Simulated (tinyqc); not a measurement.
# Ballistic conductance of a ribbon with a Dirac band by counting modes: effects of single changes

Subband edges E_n = hbar v pi |n + al|/W for all integers n (the walls mix the two valleys, so no further valley factor enters); only conduction subbands count, the valence ones being far below Ef. Every mode transmits fully; spin gives the factor 2 in 2 q^2/h.

Values chosen for this exercise:
- T = 77 K (temperature)
- v = 8.6e5 m/s (Dirac velocity)
- al = 0 (offset of the transverse quantisation)
- Ef = 0.191 eV (Fermi energy above the Dirac point)
- W = 53 nm (width)

Constants: q = 1.602176634e-19 C, kB = 1.380649e-23 J/K, hbar = 1.054571817e-34 J s, h = 6.62607015e-34 J s, Vt = kB T/q. Results are converted to the units shown.

Each table varies one quantity; the others keep the values above.

## Conductance against Fermi energy

G = (2 q^2/h) M; at zero temperature M counts the edges below Ef, at T it is the sum of degeneracy times f. The smooth (Sharvin) count is 2 Ef W/(pi hbar v). f = 1/(1 + exp((E_n - Ef)/Vt)).

Conductance against Fermi energy:
```
Ef (eV)	M at T = 0	M at T	smooth count	G (uS)
0.048	3	2.903	2.861	224.9
0.081	5	4.878	4.828	377.9
0.115	7	6.897	6.855	534.4
0.148	9	8.873	8.822	687.5
0.181	11	10.85	10.79	840.6
0.215	13	12.87	12.82	997.1
0.248	15	14.84	14.78	1150
0.282	17	16.86	16.81	1307
0.315	19	18.84	18.78	1460
0.349	21	20.86	20.80	1616
0.382	23	22.83	22.77	1769
```

The integer count climbs from 3 to 23; the smooth count goes as Ef^(1.00). In the last row M at T is 0.28 % above the smooth count. The largest gap between M at T and the integer count is 0.17.

## Conductance against size

Same model as above.

Results:
```
W (nm)	M at T = 0	M at T	smooth count	G (uS)
18.5	3	3.9059	3.9739	302.63
27.3	5	5.6785	5.8642	439.97
36	7	7.5377	7.7331	584.03
44.8	9	9.4757	9.6234	734.19
62.3	13	13.328	13.383	1032.6
71	15	15.226	15.251	1179.7
79.8	17	17.133	17.142	1327.5
88.5	19	19.010	19.010	1472.9
97.3	21	20.903	20.901	1619.6
106	23	22.772	22.770	1764.4
```

Estimate the missing row, W = 53.5 nm.

Computed row:
```
W (nm)	M at T = 0	M at T	smooth count	G (uS)
53.5	11	11.395	11.492	882.88
```

With this row back in the table: The integer count climbs from 3 to 23 in steps, and G from 303 to 1760 uS. In the last row M at T is 0.012 % above the smooth count. The largest gap between M at T and the integer count is 0.91.

tinyqc, about 0.05 s, one thread, Intel Xeon 2.30GHz (shared host): `OMP_NUM_THREADS=1 python tinyqc.py 2740006 2740007 out.jsonl`
